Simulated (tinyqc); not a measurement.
Schottky barrier on an n-type semiconductor with a surface-enhanced doping, non-linear Poisson equation by Newton steps: one step of the calculation.

One dimension, metal at x = 0, donor density C(x) = Nd + N0 exp(-x/Ls). Energies are counted from the electron Fermi level of the semiconductor and the conduction-band edge is Ec = -psi, so n = Nc exp(psi/Vt); holes follow the Fermi level of the metal, at -V, so p = Nv exp((V - psi - Eg)/Vt). Ends: psi(0) = V - phiB and psi = Vt ln(Nd/Nc) deep inside. Boltzmann statistics, full ionisation, no current, no image force in the Poisson equation.

Question. Densities, residual and Jacobian diagonal. n_i = Nc exp(psi_i/Vt), p_i = Nv exp((V - psi_i - Eg)/Vt), rho_i = p_i - n_i + C_i, g_i = (n_i + p_i)/Vt. Box widths w_i = (h_(i-1) + h_i)/2 in cm. Residual F_i = a_i (psi_(i+1) - psi_i) - a_(i-1) (psi_i - psi_(i-1)) + q rho_i w_i; Jacobian: a_(i-1) and a_i beside the diagonal, b_i = -a_(i-1) - a_i - q g_i w_i on it. The two end nodes are fixed.

Parameters, values chosen for the exercise; band and dielectric values those of a made-up semiconductor:
```
symbol    value   unit                                      meaning
T           300      K                                  temperature
Eg         2.56     eV                                     band gap
Nc      1.98e19  cm^-3       conduction-band density of states at T
Nv      2.21e19  cm^-3          valence-band density of states at T
V             0      V  bias of the metal against the semiconductor
```

Constants: q = 1.602176634e-19 C, kB = 1.380649e-23 J/K, Vt = kB T/q. Results are converted to the units shown.

| node | x (nm) | psi at the start (V) | donor density C (cm^-3) |
|---|---|---|---|
| 0 | 0 | -1.6400000 | 2.34e17 |
| 1 | 53 | -1.0805476 | 1.5902242e17 |
| 2 | 123 | -0.5466471 | 9.9347258e16 |
| 3 | 215 | -0.1998041 | 5.9003248e16 |
| 4 | 337 | -0.1736061 | 3.6664138e16 |
| 5 | 497 | -0.1736061 | 2.7338230e16 |
| 6 | 709 | -0.1736061 | 2.4570509e16 |
| 7 | 988 | -0.1736061 | 2.4055786e16 |
| 8 | 1360 | -0.1736061 | 2.4002513e16 |
| 9 | 1840 | -0.1736061 | 2.4000046e16 |

| interval | coupling a_i (F/cm^2) |
|---|---|
| 0 | 1.5235885e-7 |
| 1 | 1.1535742e-7 |
| 2 | 8.7771949e-8 |
| 3 | 6.6188683e-8 |
| 4 | 5.0468871e-8 |
| 5 | 3.8089714e-8 |
| 6 | 2.8942721e-8 |
| 7 | 2.1707041e-8 |
| 8 | 1.6822957e-8 |

Give: n; p; residual F; diagonal b.

Answer.

| node | n (cm^-3) | p (cm^-3) |
|---|---|---|
| 0 | 5.570e-9 | 7746 |
| 1 | 13.94 | 3.095e-6 |
| 2 | 1.298e10 | 3.323e-15 |
| 3 | 8.712e15 | 4.953e-21 |
| 4 | 2.400e16 | 1.798e-21 |
| 5 | 2.400e16 | 1.798e-21 |
| 6 | 2.400e16 | 1.798e-21 |
| 7 | 2.400e16 | 1.798e-21 |
| 8 | 2.400e16 | 1.798e-21 |
| 9 | 2.400e16 | 1.798e-21 |

| node | residual F (1e-7 C/cm^2) | diagonal b (F/cm^2) |
|---|---|---|
| 1 | 1.330 | -2.677e-7 |
| 2 | 0.978 | -2.031e-7 |
| 3 | 0.575 | -7.317e-7 |
| 4 | 0.269 | -2.214e-6 |
| 5 | 0.099 | -2.855e-6 |
| 6 | 0.022 | -3.719e-6 |
| 7 | 0.003 | -4.892e-6 |
| 8 | 0.000 | -6.375e-6 |

Program tinyqc, `OMP_NUM_THREADS=1 python tinyqc.py 2020122 2020123 out.jsonl`; Intel Xeon 2.30GHz, shared host, one thread, about 0.1 s.
